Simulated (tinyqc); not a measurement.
Worked calculation: hopping conduction between localised states. Computed by tinyqc, a small Python program that keeps every step. Command: `OMP_NUM_THREADS=1 python tinyqc.py 3004543 3004544 out.jsonl hop walk`. One thread of a shared host (Intel(R) Xeon(R) Processor @ 2.30GHz), about 0.01 s of CPU time with the checks. Intermediate numbers are printed to about 7 digits and carried at full precision; extremes and crossings named in words are read from the listed rows.

Energies are counted from the Fermi level. A small network shows the mechanism; the laws of an infinite system follow.

Inputs (values chosen for the exercise, for a model amorphous semiconductor):
```
quantity                                    value          unit
localisation length xi                        4.2            nm
density of states g_0                     2.2e+13   1/(eV cm^2)
permittivity eps                               14             -
activation energy E_a to extended states    0.029            eV
prefactor of activated conduction              67  microsiemens
prefactor of hopping                          3.3  microsiemens
conductance scale G_0                           1  microsiemens
temperature T                                 4.9             K
```

Dimension: 2D.

sites of the small network (nm, nm, meV):
```
       x     y  energy
1      0  1.29    0.48
2   5.39  0.66   -0.81
3  10.48  2.04   -1.62
4  13.58  3.63    1.82
5  19.58  4.87    4.94
6  23.29  0.73    1.53
7  26.77  5.55   -4.05
8     32  0.31   -0.21
```

Constants: k_B = 8.617333262e-05 eV/K; e^2/(4 pi eps_0) = 14.39964548 eV angstrom.

## Pair exponents

Miller-Abrahams exponent s_ij = 2 r_ij/xi + (|E_i| + |E_j| + |E_i - E_j|)/(2 k_B T); G_ij = G_0 exp(-s_ij). The diagonal is set to 0 and not used.

s_ij, lower triangle (symmetric):
```
          1         2         3         4         5         6         7        8
1   0.00000
2   5.63921   0.00000
3   9.97660   6.34791   0.00000
4  10.87222  10.37707   9.80588   0.00000
5  21.17763  20.66581  20.07389  14.61677   0.00000
6  14.71713  14.06562  13.59186   9.13587  14.34644   0.00000
7  23.63628  20.03534  17.52666  20.24889  24.72983  16.04588   0.00000
8  16.87935  14.59082  14.11727  13.72035  18.49689   8.27323  13.11692  0.00000
```

## Kirchhoff solution

Site 1 is held at potential 1 and site 8 at 0; Kirchhoff's law sum_j G_ij (u_i - u_j) = 0 fixes the others; G = sum_j G_1j (1 - u_j). G_ij = G_0 exp(-s_ij).

potentials: 1.000000  0.989577  0.976459  0.571817  0.346085  0.175368  0.021277  0.000000

conductance G = 4.666385e-05 microsiemens

-ln(G/G_0) = 9.972541

## Critical path

Critical exponent s_c: the smallest value such that bonds with s_ij <= s_c connect site 1 with site 8.

critical exponent s_c = 9.805882

One such path is 1-2-3-4-6-8. -ln(G/G_0) = 9.97 against s_c = 9.81: the hardest unavoidable hop sets the conductance.

## The network against temperature

Miller-Abrahams exponent s_ij = 2 r_ij/xi + (|E_i| + |E_j| + |E_i - E_j|)/(2 k_B T); G_ij = G_0 exp(-s_ij). Site 1 is held at potential 1 and site 8 at 0; Kirchhoff's law sum_j G_ij (u_i - u_j) = 0 fixes the others; G = sum_j G_1j (1 - u_j). The last column is the length of the critical bond.

Network:
```
T (K)  -ln(G/G_0)       s_c  critical hop (nm)
1.5      18.61620  18.93896           26.61230
2.2      15.70979  16.16207           13.78013
3.4      12.28512  12.77380           13.78013
4.9       9.97254   9.80588            3.48398
7.4       8.23456   7.67971           10.13381
12.0      6.93045   6.58564           10.13381
24.0      5.68819   5.30612            6.12679
74.0      4.65645   4.16055            7.40341
```

-ln(G/G_0) follows s_c within 0.6. The critical hop is 26.6 nm long at the lowest T and 7.40 nm at the highest: on cooling the carrier goes farther to find a site of nearer energy, which is variable-range hopping, though in so small a sample not at every step.

## Variable-range laws

Mott: T_M = 13.8/(k_B g_0 xi^2), exponent (T_M/T)^(1/3), mean hop r = (1/3) xi times the exponent. Efros-Shklovskii: T_ES = 6.5 e^2/(4 pi eps eps_0 k_B xi), exponent (T_ES/T)^(1/2). Coulomb gap width g_0 (e^2/(4 pi eps eps_0))^2. The numerical coefficients come from percolation theory and are given.

T_M = 41265.29 K

T_ES = 1847.204 K

Mott exponent = 20.34525

Efros-Shklovskii exponent = 19.41599

mean hop by the Mott formula = 28.48334 nm

Coulomb gap = 2.327396 meV

The larger exponent, here Mott, is the one that limits; the two are equal at T = 3.70 K, below which the Coulomb gap rules.

## Total conductivity

sigma = s_1 exp(-E_a/k_B T) + s_2 exp(-larger of the two exponents); reduced activation energy w = d ln(sigma)/d ln(T) by a central difference of +/- 1 %.

activated part = 9.972778e-29 microsiemens

hopping part = 4.815992e-09 microsiemens

conductivity = 4.815992e-09 microsiemens

reduced activation energy w = 6.781874

Hopping carries 100 %. For sigma = s exp(-(T_0/T)^p), w = p (T_0/T)^p, so the slope of ln w against ln T gives -p.

Checks made by the program: current leaving the first site against current entering the last (relative difference below 1e-10).
